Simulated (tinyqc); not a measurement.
Ion-assisted plasma etching: sheath, surface coverage, synergy and aspect-ratio dependence. From one set of inputs to another, one input at a time. Computed by tinyqc, a small Python program. Command: `OMP_NUM_THREADS=1 python tinyqc.py 3023578 3023579 out.jsonl etch ladder`. One thread of a shared host (Intel(R) Xeon(R) Processor @ 2.30GHz), about 0.02 s of CPU time with the checks.

Radicals adsorb on bare sites; ions remove covered sites with a high yield and bare sites by sputtering; a slow spontaneous reaction acts everywhere, walls included.

The inputs printed are set A. Set A is close to those used for silicon in a halogen plasma; the values taken over come from a set close to those used for silicon dioxide in a fluorocarbon plasma. Inputs not listed in the table keep their values of set A, so the rows need not describe a real material.

Inputs (values chosen for the exercise, close to those used for silicon in a halogen plasma):
```
quantity,value,unit
plasma density n_e,1.8e+10,1/cm^3
electron temperature T_e,3.5,eV
ion mass M_i,35.5,u
sheath voltage V,100,V
radical density n,2.4e+13,1/cm^3
radical mass M_n,35.5,u
gas temperature T_g,300,K
sticking coefficient s,0.48,-
radicals per removed unit x,2,-
yield slope b,0.089,eV^(-1/2)
threshold E_th,18,eV
sputter slope b_p,0.024,eV^(-1/2)
sputter threshold E_p,39,eV
spontaneous reaction probability k_c,0.00079,-
solid density N,5e+22,1/cm^3
ion temperature T_i,0.47,eV
aspect ratio A,36,-
```

Feature: round hole.

Constants: e = 1.602176634e-19 C; u = 1.6605390666e-27 kg; k_B = 1.380649e-23 J/K; eps_0 = 8.8541878128e-12 F/m.

Method:
- Bohm speed u_B = sqrt(e T_e/M_i); ion flux G_i = 0.61 n_e u_B; radical flux G_n = n c/4 with c = sqrt(8 k_B T_g/(pi M_n)).
- Debye length lambda_D = sqrt(eps_0 T_e/(e n_s)) with n_s = 0.61 n_e, T_e in volts; Child-law sheath d = (sqrt2/3) lambda_D (2 V/T_e)^(3/4); ion energy E = V + T_e/2; angular spread = arctan(sqrt(T_i/E)).
- Yields: Y = b (sqrt(E) - sqrt(E_th)) on covered sites, Y_p = b_p (sqrt(E) - sqrt(E_p)) on bare ones (zero below threshold).
- Steady coverage: s G_n (1 - theta) = x Y G_i theta; removal flux = Y G_i theta + Y_p G_i (1 - theta) + k_c G_n; rate = flux/N, 1 cm/s = 6e8 nm/min.
- Lateral rate = k_c G_n/N; anisotropy = 1 - lateral/vertical; synergy = vertical/(ions alone + radicals alone), with ions alone Y_p G_i/N and radicals alone the lateral rate.
- Transmission of a round hole: K = 1/(1 + 3A/4), walls that scatter diffusely without loss. With a loss probability S = s (1 - theta) at the floor, G_b/G_n = K/(K + S - K S); theta follows G_b, and the two are solved together. Ions are taken to reach the floor unshadowed; G_b replaces G_n in every term of the rate; A is depth over diameter.

Each row keeps all changes above it:
```
input moved,from,to,vertical rate (nm/min),rate at the floor (nm/min),sheath thickness (um)
set A,-,-,23.1,21.9,1300
ion mass M_i (u),35.5,40,21.9,20.9,1300
electron temperature T_e (eV),3.5,5,25.7,24.4,1189
radical density n (1/cm^3),2.4e+13,4.9e+12,21.7,12.7,1189
aspect ratio A,36,5.2,21.7,20.9,1189
plasma density n_e (1/cm^3),1.8e+10,4.6e+11,208.0,150.5,235
gas temperature T_g (K),300,350,214.3,153.7,235
sticking coefficient s,0.48,0.31,182.5,146.5,235
```

Which inputs carry the difference?

Vertical rate goes from 23.1 to 183, a factor 7.92 in all. The largest single move comes from plasma density n_e (a factor 9.58). Rate at the floor goes from 21.9 to 147, a factor 6.68 in all. The largest single move comes from plasma density n_e (a factor 7.21), and radical density n works against it (a factor 0.520). Sheath thickness goes from 1300 to 235, a factor 0.181 in all. The largest single move comes from plasma density n_e (a factor 0.198). The single moves hold for this order of the switches; the total does not depend on the order.

Caution (rows set A, ion mass M_i, electron temperature T_e, radical density n): at this aspect ratio many ions strike the walls, so ion shadowing, left out here, adds to the lag.

Extremes, crossings and ranges named in words are read from the listed rows.
